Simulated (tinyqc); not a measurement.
From results back to parameters: band-to-band tunnelling across a p-n junction in a two-band chain. Five cases, with inputs chosen for the exercise.

Problem. In a uniform field T = exp(-B/F), B = (pi/4) sqrt(m/c) Eg^(3/2), c = hbar^2/2m0, 1 V/angstrom = 100 MV/cm. m is the band-edge mass, the same for both bands (twice the reduced mass). The ratio below comes from a hidden m.

Constants: hbar^2/2m0 = 3.80998211 eV angstrom^2.

Find: B; m.

Method. B is the logarithm over 1/F1 - 1/F2, and m = c (4B/pi)^2/Eg^3 with B in V/angstrom.

Case 1.

Values chosen (out of a larger set: gap and mass near those of GaSb; not measured data): Eg = 0.757 eV (gap); F1 = 0.96 MV/cm (first field); F2 = 2.27 MV/cm (second field).

ln(T2/T1) = 3.182240

Solution.

B = 5.294 MV/cm
m = 0.0399 m0

Case 2.

Values chosen (out of a larger set: gap and mass near those of InAs; not measured data): Eg = 0.357 eV (gap); F1 = 1.01 MV/cm (first field); F2 = 3.34 MV/cm (second field).

ln(T2/T1) = 0.942929

Solution.

B = 1.365 MV/cm
m = 0.0253 m0

Case 3.

Values chosen (out of a larger set: gap and mass near those of InGaAs; not measured data): Eg = 0.728 eV (gap); F1 = 1.08 MV/cm (first field); F2 = 2.72 MV/cm (second field).

ln(T2/T1) = 2.930191

Solution.

B = 5.249 MV/cm
m = 0.0441 m0

Case 4.

Values chosen (out of a larger set: gap and mass near those of InAs; not measured data): Eg = 0.363 eV (gap); F1 = 1.24 MV/cm (first field); F2 = 3.16 MV/cm (second field).

ln(T2/T1) = 0.663827

Solution.

B = 1.355 MV/cm
m = 0.0237 m0

Case 5.

Values chosen (out of a larger set: gap and mass near those of InGaAs; not measured data): Eg = 0.743 eV (gap); F1 = 1.49 MV/cm (first field); F2 = 2.58 MV/cm (second field).

ln(T2/T1) = 1.513425

Solution.

B = 5.338 MV/cm
m = 0.0429 m0

Computed by tinyqc, one run a case: `OMP_NUM_THREADS=1 python tinyqc.py N N+1 out.jsonl` with N = 1481976, 1481982, 1481993, 1482041, 1482075; one thread of a shared Intel(R) Xeon(R) Processor @ 2.30GHz, about 0.01 s a run at most.
